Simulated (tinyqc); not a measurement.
Minority-electron transport through the base of a bipolar transistor (Moll-Ross and Kroemer integrals). Changing the base doping at the emitter edge N_0. Computed by tinyqc, a small Python program. Command: `OMP_NUM_THREADS=1 python tinyqc.py 3008430 3008431 out.jsonl base sweep`. One thread of a shared host (Intel(R) Xeon(R) Processor @ 2.30GHz), about 0.01 s of CPU time with the checks.

Low injection, one dimension, x from the emitter edge (0) to the collector edge (W), s = x/W. Recombination is treated as a small correction (valid for tau_B well below tau_n), computed from the stored charge.

Inputs (values chosen for the exercise, modelled on silicon):
```
quantity                                     value        unit
intrinsic density n_i at the emitter edge    1e+10      1/cm^3
base width W                                    55          nm
mu_min                                         190  cm^2/(V s)
mu_max                                        1320  cm^2/(V s)
N_ref                                      1.2e+17      1/cm^3
saturation velocity v_s                       0.85    1e7 cm/s
electron lifetime tau_n                         11          ns
emitter Gummel number G_E                  2.1e+13      s/cm^4
base-emitter voltage V_BE                     0.81           V
temperature T                                  300           K
doping ratio N_0/N(W)                            4           -
gap narrowing across the base dE_g              34         meV
```

Base doping profile: exponential. Gap grading: linear. Exit of the base: saturation velocity.

Constants: k_B = 8.617333262e-05 eV/K; e = 1.602176634e-19 C.

Method:
- N(x) = N_0 (ratio)^(-s); n_i(x)^2 = n_i^2 exp(s dE_g/k_B T); D(x) = (k_B T/e) mu, mu = mu_min + (mu_max - mu_min)/(1 + (N/N_ref)^0.7).
- With y(x) = N n_i^2/(D n_i(x)^2): base Gummel number G_B = int_0^W y dx + N(W) n_i^2/(v_s n_i(W)^2); J_C = e n_i^2 exp(e V_BE/k_B T)/G_B; n(x) = (J_C/e)(n_i(x)^2/(N n_i^2)) [int_x^W y dx + the same exit term]; transit time tau_B = (e/J_C) int n dx; trapezoid rule on 401 even points.
- Emitter-limited gain beta_E = G_E/G_B; recombination-limited gain beta_R = tau_n/tau_B; 1/beta = 1/beta_E + 1/beta_R; f_T from the base alone = 1/(2 pi tau_B).

One run for each value; columns: (1) base doping at the emitter edge N_0 (1/cm^3); (2) current gain beta; (3) collector current density J_C (A/cm^2); (4) base transit time tau_B (ps); (5) beta_E; (6) beta_R:
```
(1)              (2)         (3)     (4)         (5)    (6)
2.00e+17  9.2124e+02  2.9894e+04  0.5721  9.6760e+02  19228
4.30e+17  3.5824e+02  1.1308e+04  0.6505  3.6600e+02  16911
9.50e+17  1.3007e+02  4.0553e+03  0.7660  1.3126e+02  14361
2.10e+18  4.7227e+01  1.4648e+03  0.9158  4.7413e+01  12011
4.50e+18  1.8326e+01  5.6721e+02  1.0802  1.8359e+01  10183
9.70e+18  7.3450e+00  2.2711e+02  1.2454  7.3511e+00   8832
2.10e+19  3.0518e+00  9.4323e+01  1.3906  3.0530e+00   7911
4.60e+19  1.2965e+00  4.0062e+01  1.5044  1.2967e+00   7312
1.00e+20  5.6998e-01  1.7611e+01  1.5836  5.7003e-01   6946
```

Describe and explain the trends.

Over the rows, current gain beta falls from 921 to 0.570 (exponent d ln y / d ln x -1.2 between the first rows and -1.1 between the last); collector current density J_C (A/cm^2) falls from 29900 to 17.6 (exponent d ln y / d ln x -1.3 between the first rows and -1.1 between the last); base transit time tau_B (ps) rises from 0.572 to 1.58 (exponent d ln y / d ln x 0.17 between the first rows and 0.066 between the last). At the high end the exponent of collector current density J_C is -1.06, close to -1: J_C is inverse to the Gummel number. Gap narrowing by heavy doping and the fall of the lifetime with N are left out; both matter at the high end.

Caution (rows 2.00e17): the mean velocity exceeds v_s, so drift-diffusion with a low-field mobility overstates the speed. Caution (rows 2.00e17): the injected density exceeds a tenth of the doping, so low injection fails. Caution (rows 1.00e20): a current gain below 1 is far from a working transistor: the base is too heavily doped or too wide for this emitter and lifetime.
